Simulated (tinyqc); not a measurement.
# Changing the Debye temperature Theta

Model: Bloch-Grueneisen resistivity of a metal. Computed by tinyqc, a small Python program. Command: `OMP_NUM_THREADS=1 python tinyqc.py 3000068 3000069 out.jsonl bg sweep`. One thread of a shared host (Intel(R) Xeon(R) Processor @ 2.30GHz), about 0.01 s of CPU time with the checks.

Electrons scatter from a Debye spectrum of phonons (n = 5 for scattering within one band, n = 3 for scattering into a second, heavy band) and from static defects.

Inputs (values chosen for the exercise, modelled on silver):

| quantity | value | unit |
|---|---|---|
| exponent n | 5 | - |
| transport coupling lambda_tr | 0.1 | - |
| Drude plasma energy hbar w_p | 8.8 | eV |
| residual resistivity rho_0 | 1.8 | microohm cm |
| temperature T | 20 | K |

Addition: none.

Constants: k_B = 1.380649e-23 J/K; hbar = 1.054571817e-34 J s; eps_0 = 8.8541878128e-12 F/m; hbar = 6.582119569e-16 eV s; k_B = 8.617333262e-05 eV/K.

Method:
- rho_ph = (n - 1) rho_1 (T/Theta)^n J_n(Theta/T), with rho_1 = 2 pi lambda_tr k_B Theta/(hbar eps_0 w_p^2), the high-temperature line at T = Theta.
- J_n(y) = int_0^y x^n e^x/(e^x - 1)^2 dx, by 96 Gauss-Legendre points (upper limit at most 60).
- Matthiessen's rule: rho = rho_0 + rho_ph.
- Temperature coefficient (1/rho) d rho/dT by a central difference of +/- 0.5 K; residual ratio rho(295 K)/rho(4.2 K); scattering time tau = 1/(eps_0 w_p^2 rho); Wiedemann-Franz kappa = L_0 T/rho, L_0 = (pi^2/3)(k_B/e)^2.

One run for each value:

| Debye temperature Theta (K) | phonon resistivity rho_ph (microohm cm) | temperature coefficient (1e-3/K) | residual resistance ratio |
|---|---|---|---|
| 80 | 4.790e-02 | 3.058e+00 | 1.848 |
| 110 | 2.764e-02 | 2.362e+00 | 1.845 |
| 160 | 1.030e-02 | 1.176e+00 | 1.838 |
| 230 | 2.879e-03 | 3.841e-01 | 1.824 |
| 320 | 7.884e-04 | 1.093e-01 | 1.799 |
| 450 | 2.019e-04 | 2.807e-02 | 1.751 |
| 640 | 4.934e-05 | 6.862e-03 | 1.663 |
| 900 | 1.262e-05 | 1.755e-03 | 1.529 |

Over the rows, phonon resistivity rho_ph (microohm cm) falls from 0.0479 to 1.26e-5 (exponent d ln y / d ln x -1.7 between the first rows and -4.0 between the last); temperature coefficient (1e-3/K) falls from 3.06 to 0.00175 (exponent d ln y / d ln x -0.81 between the first rows and -4.0 between the last); residual resistance ratio falls from 1.85 to 1.53 (exponent d ln y / d ln x -0.0051 between the first rows and -0.25 between the last). At the high end the exponent of phonon resistivity rho_ph is -4.00, close to -4: at low T, rho_1/Theta^5 with rho_1 proportional to Theta.
